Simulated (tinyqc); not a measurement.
Defect, radiative and Auger recombination at equal electron and hole densities (ABC model), step by step. Values are carried at full precision from step to step, so a last printed digit may differ when a step is redone from the rounded ones.

J/(e d) = Ae n + B n^2 + C n^3 with Ae = A + 4 S/w (four side walls, carriers spread evenly), e = 1.602176634e-19 C, lengths in cm; internal efficiency IQE = B n^2/(Ae n + B n^2 + C n^3); all injected carriers recombine in the layer.

Values chosen for the exercise (orders of magnitude like those quoted for Si; shifted at random, so the results belong to these values and not to a real crystal): A = 9100 1/s (defect rate); B = 3.1e-15 cm^3/s (radiative coefficient); C = 2e-30 cm^6/s (Auger coefficient); S = 0 cm/s (recombination velocity of the side walls); w = 2300 micrometre (side of the square mesa); d = 110000 nm (active thickness); J = 0.1 A/cm^2 (current density); ex = 0.65 (extraction efficiency); Eph = 1.13 eV (photon energy).

## The efficiency peak

IQE peaks at n_p = sqrt(Ae/C); with Q = B/sqrt(Ae C), IQE_max = Q/(Q + 2).

Ae = 9100 1/s
n_p = 6.745e+16 1/cm^3
Q = 0.02298
IQE_max = 0.0114
J at the peak = 2.19 A/cm^2

The side walls are taken as passivated.

## Carrier density at the given current

G = J/(e d). Newton steps from the smallest of G/Ae, sqrt(G/B) and (G/C)^(1/3); stop when the relative step is below 1e-9.

G = 5.674e+19 1/(cm^3 s)

Newton steps:

| step | n (1/cm^3) | rate/G | relative step |
|---|---|---|---|
| 1 | 6.2353e+15 | 1.01067 | -0.010 |
| 2 | 6.1707e+15 | 1.00000 | -2.9e-06 |
| 3 | 6.1707e+15 | 1.00000 | -2.2e-13 |

n = 6.171e+15 1/cm^3

The start is an upper bound and the function is convex, so the steps fall monotonically; 3 are needed.

## Shares, lifetimes and light

Shares of the three paths; lifetime n/G = 1/(Ae + B n + C n^2); differential lifetime 1/(Ae + 2 B n + 3 C n^2) and bandwidth 1/(2 pi tau_d); optical power density ex IQE J Eph/e.

shares: defect 0.9896, radiative 0.0021, Auger 0.0083

lifetime = 1.09e+05 ns
differential lifetime = 1.07e+05 ns
bandwidth = 0.00149 MHz
optical power density = 0.000153 W/cm^2

The defect path is the largest; the device runs below its efficiency peak, where the defect and Auger shares are equal.

## Checks

- Density from Newton steps against bisection (1/cm^3): both 6.1707e+15.

(tinyqc, `OMP_NUM_THREADS=1 python tinyqc.py 1651772 1651773 out.jsonl`, Intel(R) Xeon(R) Processor @ 2.30GHz, 1 thread, shared host, about 0.01 s.)
